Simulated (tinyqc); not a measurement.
Model-solid line-up of a strained alloy layer on a substrate: one step. Critical thickness (Matthews-Blakeslee, single layer). Four cases, with inputs chosen for the exercise.

Problem. h = K (ln(h/b) + 1) with K = b (1 - nu/4)/(4 pi |e_par| (1 + nu)) for 60-degree dislocations, b = a/sqrt(2) the Burgers vector (not the shear potential of the table), nu = C12/(C11 + C12). Iterate from h = 10 b until h changes by less than 1e-6 of itself.

Case 1.

Alloy at x (a in angstrom, C11, C12, C44 in GPa, all else in eV):
```
symbol       value
a         5.607600
Eg        2.197182
Dso       0.091640
Ev       -1.099173
ac       -7.450200
av        1.282000
b        -1.748200
d        -4.692000
C11     125.806000
C12      59.986000
C44      61.710000
```

e_par = 0.00863114

Case 2.

Alloy at x (a in angstrom, C11, C12, C44 in GPa, all else in eV):
```
symbol      value
a        6.085470
Eg       0.360424
Dso      0.419030
Ev      -0.524756
ac      -5.202300
av       0.964500
b       -1.833300
d       -3.660500
C11     83.045000
C12     45.240000
C44     38.698000
```

e_par = 0.00173035

Case 3.

Alloy at x (a in angstrom, C11, C12, C44 in GPa, all else in eV):
```
symbol       value
a         5.656200
Eg        2.032080
Dso       0.321200
Ev       -0.986976
ac       -6.522000
av        1.694000
b        -2.124000
d        -4.240000
C11     122.940000
C12      55.240000
C44      57.420000
```

e_par = -0.00127294

Case 4.

Alloy at x (a in angstrom, C11, C12, C44 in GPa, all else in eV):
```
symbol      value
a        6.438140
Eg       0.186011
Dso      0.769480
Ev      -0.015558
ac      -6.663000
av       0.429300
b       -1.984700
d       -4.575600
C11     71.128000
C12     38.680000
C44     32.347000
```

e_par = 0.00727850

Give: b (Burgers vector); nu; K; first iterates; critical thickness.

Solution.

Case 1.

b (Burgers vector) = 3.9652 angstrom
nu = 0.3229
K = 25.40 angstrom

first iterates (angstrom): 39.7  83.9  102.9  108.1  109.4  109.7

critical thickness = 10.98 nm

Case 2.

b (Burgers vector) = 4.3031 angstrom
nu = 0.3527
K = 133.40 angstrom

first iterates (angstrom): 43.0  440.6  750.9  822.0  834.1  836.0

critical thickness = 83.64 nm

Case 3.

b (Burgers vector) = 3.9995 angstrom
nu = 0.3100
K = 176.07 angstrom

first iterates (angstrom): 40.0  581.5  1052.8  1157.3  1174.0  1176.5

critical thickness = 117.69 nm

Case 4.

b (Burgers vector) = 4.5525 angstrom
nu = 0.3523
K = 33.57 angstrom

first iterates (angstrom): 45.5  110.9  140.7  148.7  150.6  151.0

critical thickness = 15.11 nm

Thicker layers can relax, and the strained edges then no longer apply; metastable growth often exceeds this equilibrium value.

Computed by tinyqc, one run a case: `OMP_NUM_THREADS=1 python tinyqc.py N N+1 out.jsonl` with N = 1080188, 1080355, 1080364, 1080633; one thread of a shared Intel(R) Xeon(R) Processor @ 2.30GHz, about 0.02 s a run at most.
